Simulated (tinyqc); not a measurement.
# Length offset and series resistance from crossing lines

Problem. R_total = Rs + k (L - dL)/Vo with constant Rs, dL and k. Find k, dL and Rs.

R_total at (L, Vo) = (30, 0.39), (60, 0.39), (30, 0.7) and (60, 0.7), L in nm and Vo in V (ohm um): 370.76923  601.53846  299.57143  428.14286

Solution. At each overdrive R is a straight line in L with slope k/Vo; the two lines cross at L = dL, R = Rs.

k = 3.000 ohm um V/nm
dL = 9.100 nm
Rs = 210.0 ohm um

Numbers from tinyqc (`OMP_NUM_THREADS=1 python tinyqc.py 2282188 2282189 out.jsonl`; about 0.03 s on one thread of a shared Intel Xeon 2.30GHz).
